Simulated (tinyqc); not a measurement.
What moves the results: donors with valley-orbit split 1s states. A value that a table varies takes the place of the one given here.

Each donor binds at most one electron, in any of its states. For a site s, W_s = sum over its states of g exp(E/kT), and the ionised share is 1/(1 + W_s exp(eta)), eta = (EF - Ec)/kT; n = Nc F_1/2(eta); neutrality n + NA = ND x (mean ionised share); holes are neglected. Nc from N = 2 (m kB T/(4 pi c))^(3/2) with c = hbar^2/2m0, in 1/angstrom^3; times 1e24 for 1/cm^3, m = md. F_j(eta) = (1/Gamma(j + 1)) integral_0^infinity x^j dx/(1 + exp(x - eta)), which tends to exp(eta) for eta << 0.

Mobility (Caughey-Thomas form): mu = mu0 + (mu1 (T/300)^(-ga) - mu0)/(1 + ((ND + NA)/Nr)^de); rho = 1/(e n mu), e = 1.602176634e-19 C.

Constants: hbar^2/2m0 = 3.80998211 eV angstrom^2; kB = 8.617333262e-05 eV/K.

Parameters, chosen for this exercise (near those of As in Si; shifted at random, so the results belong to these values and not to a real crystal):
- md = 1.044 m0 (density-of-states mass of the conduction band)
- E = (51.8, 31.3, 29.2) meV (binding energies of 1s(A1), 1s(T2), 1s(E))
- g = (2, 6, 4) (their degeneracies with spin)
- ND = 6.9e+17 1/cm^3 (donors)
- NA = 1.3e+17 1/cm^3 (compensating acceptors, all ionised)
- T = 300 K
- mu0 = 59 cm^2/(V s) (mobility at heavy doping)
- mu1 = 1353 cm^2/(V s) (mobility at light doping and 300 K)
- Nr = 9.4e+16 1/cm^3 (reference doping)
- de = 0.72 (doping exponent)
- ga = 2.3 (temperature exponent)

## What the excited states change

The last columns keep only the ground state of each site (g = 2).

Results:
```
T (K)  effective degeneracy     eta  n (1/cm^3)  n, ground states only  ratio
40                     2.02  -14.27    8.26e+11               8.35e+11  0.989
60                     2.16   -9.33    2.12e+14               2.29e+14  0.924
80                     2.46   -6.98    3.41e+15               4.16e+15  0.820
110                    3.06   -5.37    2.77e+16               3.88e+16  0.715
150                    3.92   -4.63    9.21e+16               1.36e+17  0.676
200                    4.90   -4.39    1.80e+17               2.66e+17  0.676
250                    5.72   -4.38    2.54e+17               3.64e+17  0.700
300                    6.38   -4.44    3.13e+17               4.27e+17  0.733
400                    7.39   -4.65    3.94e+17               4.93e+17  0.799
500                    8.10   -4.87    4.42e+17               5.21e+17  0.848
```

The effective degeneracy grows from 2.02 to 8.10. Excited states hold electrons back, so the ratio is never above 1; it is lowest, 0.676, at 150 K of those listed, and 0.733 at 300 K. At low T the excited states empty out, and at high T more donors are ionised (n is 79 % of ND - NA in the last row), so the effect is largest in between.

## Ionisation and resistivity against doping

NA = 0.

Results:
```
ND (1/cm^3)  n (1/cm^3)   n/ND  mu (cm^2/(V s))  rho (ohm cm)  rho at full ionisation
1.0e+14        1.00e+14  1.000             1344          46.5                    46.4
1.0e+15        9.98e+14  0.998             1306          4.79                    4.78
1.0e+16        9.83e+15  0.983             1138         0.558                   0.548
3.0e+16        2.86e+16  0.952              958         0.228                   0.217
1.0e+17        8.67e+16  0.867              692         0.104                  0.0902
3.0e+17        2.17e+17  0.722              450        0.0639                  0.0462
1.0e+18        5.19e+17  0.519              258        0.0465                  0.0241
2.0e+18        8.14e+17  0.407              188        0.0408                  0.0166
```

From 1e16 to 1e18 1/cm^3 rho falls by a factor 12, not 100: the mobility takes a factor 4.40 and incomplete ionisation 1.89. n/ND is below 0.9 from 1e+17 1/cm^3 on. From a few times 1e18 1/cm^3 on, depending on the dopant, the levels merge with the band, and already below that screening lowers the binding energy, so the last rows understate n.

## Compensation sets the slope of the freeze-out

NA = K ND. The slope energy is -d ln(n T^(-p))/d(1/kT) between 30 and 36 K, with p = 3/4 for K = 0 and p = 3/2 otherwise.

Results:
```
K       n(30 K) (1/cm^3)  n(36 K) (1/cm^3)  slope energy (meV)
0               2.41e+13          1.46e+14               25.87
0.0010          8.38e+11          2.97e+13               51.10
0.010           8.31e+10          3.07e+12               51.73
0.050           1.59e+10          5.89e+11               51.74
0.20            3.36e+09          1.24e+11               51.74
0.50            8.39e+08          3.10e+10               51.74
```

Without acceptors the slope is 25.87 meV, against half the ground-state energy, 25.90; with K = 0.05 it is 51.74 meV, against the full 51.8. The full energy (less a few meV where excited levels lie within a few kT) shows where n is far below NA, since the acceptors then hold EF near the donor level: n(36 K)/NA is 0.043 for K = 0.001 and 1.7e-05 for K = 0.05.

## What moves the carrier density

All results formed anew. Each row changes one parameter from the base and keeps the others.

Results:
```
case                           eta  n (1/cm^3)  rho (ohm cm)
base                        -4.444   3.133e+17       0.07020
E = (56.8, 31.3, 29.2) meV  -4.466   3.065e+17       0.07175
md = 1.148 m0               -4.540   3.283e+17       0.06699
ND = 1.38e+18 1/cm^3        -3.859   5.605e+17       0.05219
NA = 1.99e+17 1/cm^3        -4.599   2.684e+17       0.08513
T = 330 K                   -4.499   3.419e+17       0.07685
Nr = 1.88e+17 1/cm^3        -4.444   3.133e+17       0.05084
```

The largest shifts from the base row, up to three for each result and ties (the steps differ in size, so this ranks the rows, not the parameters). eta: ND +0.585, NA -0.155, md -0.096; unchanged at the printed digits by Nr. n (1/cm^3): ND +2.47e+17, NA -4.49e+16, T +2.86e+16; unchanged at the printed digits by Nr. rho (ohm cm): Nr -0.0194, ND -0.0180, NA +0.0149.

tinyqc: `OMP_NUM_THREADS=1 python tinyqc.py 1651277 1651278 out.jsonl`; about 0.01 s, one thread, shared Intel(R) Xeon(R) Processor @ 2.30GHz.
